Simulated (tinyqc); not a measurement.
What moves the results: Peierls distortion of a half-filled chain. A value that a table varies takes the place of the one given here.

Atoms move by +/- u, so bonds change by -/+ 2u and hoppings are t +/- 2 al u. Bands E = -/+ sqrt((2 t cos x)^2 + D^2 sin^2 x) with D = 4 al u, x = k a in (0, pi/2); the gap is 2D. Energy per atom at zero temperature: E(u) = -mean_x sqrt(...) + 2 K u^2; exactly, the mean is (4t/pi) E(1 - z^2), z = D/2t, E the complete elliptic integral of the second kind with parameter m. Coupling lambda = 2 al^2/(pi t K).

Constants: kB = 8.617333262e-05 eV/K.

Inputs chosen for the exercise: t = 1.96 eV (hopping of the even chain); al = 3.4 eV/angstrom (change of hopping with bond length); K = 17.9 eV/angstrom^2 (spring constant of a bond).

## Energy against distortion

Exact means; both parts are counted from u = 0.

Energies per atom:

| u (angstrom) | gap (eV) | electrons (meV) | springs (meV) | total (meV) |
|---|---|---|---|---|
| 0.0040 | 0.109 | -1.24 | 0.57 | -0.67 |
| 0.0101 | 0.275 | -6.49 | 3.65 | -2.84 |
| 0.0202 | 0.549 | -21.75 | 14.61 | -7.15 |
| 0.0302 | 0.821 | -43.19 | 32.65 | -10.54 |
| 0.0403 | 1.096 | -70.02 | 58.14 | -11.88 |
| 0.0504 | 1.371 | -101.25 | 90.94 | -10.31 |
| 0.0605 | 1.646 | -136.28 | 131.04 | -5.24 |
| 0.0705 | 1.918 | -174.25 | 177.93 | 3.69 |
| 0.0887 | 2.413 | -250.57 | 281.66 | 31.09 |

What does this show, and why?

The ratio of electronic gain to elastic cost is 2.17 in the first row and 0.89 in the last: the gain goes as u^2 ln(1/u), so it wins at small u for any K. The total is lowest at u = 0.0403 angstrom and turns positive between 0.0605 and 0.0705.

## A coarse mesh hides or distorts the instability

u0 from the gap equation K = 4 al^2 mean(sin^2 x/|E|) on the mesh x_j = (j + 1/2) pi/(2N); 0 where it has no root.

Results:

| N | u0 (angstrom) | gap (eV) | smallest \|E\| at u = 0 (eV) |
|---|---|---|---|
| 1 | 0.0000 | 0.000 | 2.772 |
| 2 | 0.0000 | 0.000 | 1.500 |
| 3 | 0.0000 | 0.000 | 1.015 |
| 4 | 0.0280 | 0.763 | 0.765 |
| 6 | 0.0380 | 1.034 | 0.512 |
| 8 | 0.0397 | 1.081 | 0.384 |
| 12 | 0.0403 | 1.095 | 0.256 |
| 20 | 0.0403 | 1.096 | 0.154 |
| 40 | 0.0403 | 1.096 | 0.077 |
| 4000 | 0.0403 | 1.096 | 0.001 |

How do the results move?

For N = 1, 2 and 3 no distortion is found: the mesh leaves its own gap at u = 0, which cuts off the logarithm. u0 is within 1 % of the last row from N = 12 on; the mesh must resolve D = 0.548 eV, and the coherence length xi/a = 2t/D is 7.2.

## Closing of the gap with temperature

The gap equation gains the factor tanh(|E|/2kT); 4000 points; Tp is where its root reaches zero.

Results:

| T/Tp | T (K) | u (angstrom) | u/u0 |
|---|---|---|---|
| 0.20 | 703 | 0.0403 | 1.000 |
| 0.40 | 1407 | 0.0397 | 0.986 |
| 0.60 | 2110 | 0.0367 | 0.910 |
| 0.70 | 2462 | 0.0336 | 0.833 |
| 0.80 | 2814 | 0.0289 | 0.716 |
| 0.90 | 3165 | 0.0214 | 0.531 |
| 0.95 | 3341 | 0.0155 | 0.384 |
| 0.99 | 3482 | 0.0070 | 0.175 |

Tp = 3517 K

What can be read from the table?

D(0)/(kB Tp) = 1.809, against 1.764 at weak coupling. u/u0 is 0.910 at 0.6 Tp and 0.531 at 0.9 Tp, and near Tp it goes as sqrt(1 - T/Tp): 2.20 between the last two rows against sqrt(5) = 2.24. In a single chain fluctuations forbid this transition; coupling between chains sets the real one, far lower.

## What moves the distortion

Exact means. Each row changes one parameter from the base and keeps the others.

Results:

| case | lambda | u0 (angstrom) | gap (eV) | E(u0) - E(0) (meV) |
|---|---|---|---|---|
| base | 0.2098 | 0.0403 | 1.096 | -11.88 |
| t = 2.058 eV | 0.1998 | 0.0374 | 1.017 | -9.77 |
| al = 3.57 eV/angstrom | 0.2313 | 0.0485 | 1.386 | -18.77 |
| K = 18.79 eV/angstrom^2 | 0.1998 | 0.0356 | 0.969 | -9.32 |

What does this show?

The largest shifts from the base row, up to three for each result and ties (the steps differ in size, so this ranks the rows, not the parameters). lambda: al +0.0215, t -0.0100, K -0.0099. u0 (angstrom): al +0.0082, K -0.0047, t -0.0029. gap (eV): al +0.290, K -0.128, t -0.080. E(u0) - E(0) (meV): al -6.90, K +2.56, t +2.11.

Program tinyqc; command `OMP_NUM_THREADS=1 python tinyqc.py 1681248 1681249 out.jsonl`; about 0.07 s on one thread of a shared Intel(R) Xeon(R) Processor @ 2.30GHz.
